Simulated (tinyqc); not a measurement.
MOS structure on a p-type body, non-linear Poisson equation by Newton steps: one step of the calculation.

One dimension, insulator interface at x = 0, acceptor density Na, uniform, net doping C = -(acceptor density). psi is counted from the intrinsic level: n = ni exp((psi - Vb)/Vt), p = ni exp(-psi/Vt); deep in the body psi_b = -Vt ln(Na/ni). The gate acts through Cox = eps0 eox/tox and has the potential psi_G = Vg - (phiM - chi - Vt ln(Nc/ni)). Boltzmann statistics, full ionisation, classical densities, no oxide or interface charge. Acceptors in real wide-gap material are deep and only partly ionised in the neutral body.

Task. Scales and end potentials. ni = sqrt(Nc Nv) exp(-Eg/(2 Vt)), Eg in volts; Cox, psi_G and psi_b as defined.

Inputs (values chosen for the exercise); band and dielectric values close to those of 4H silicon carbide: temperature T = 350 K; band gap Eg = 3.31 eV; conduction-band density of states at T Nc = 2.1e19 cm^-3; valence-band density of states at T Nv = 3.15e19 cm^-3; electron affinity chi = 3.63 eV; acceptor density deep in the body Na = 7.4e17 cm^-3; relative permittivity of the gate insulator (close to silicon dioxide) eox = 3.9; insulator thickness tox = 4.8 nm; gate work function phiM = 4.19 eV; gate voltage against the body Vg = 1.84 V.

Constants: q = 1.602176634e-19 C, kB = 1.380649e-23 J/K, Vt = kB T/q, eps0 = 8.8541878128e-14 F/cm where lengths are in cm. Results are converted to the units shown.

Give: ni; Cox; psi_G; psi_b.

Result.

ni = 3.796e-5 cm^-3
Cox = 0.7194 uF/cm^2
psi_G = 2.929 V
psi_b = -1.548 V

Program tinyqc, `OMP_NUM_THREADS=1 python tinyqc.py 2080125 2080126 out.jsonl`; Intel Xeon 2.30GHz, shared host, one thread, about 0.6 s.
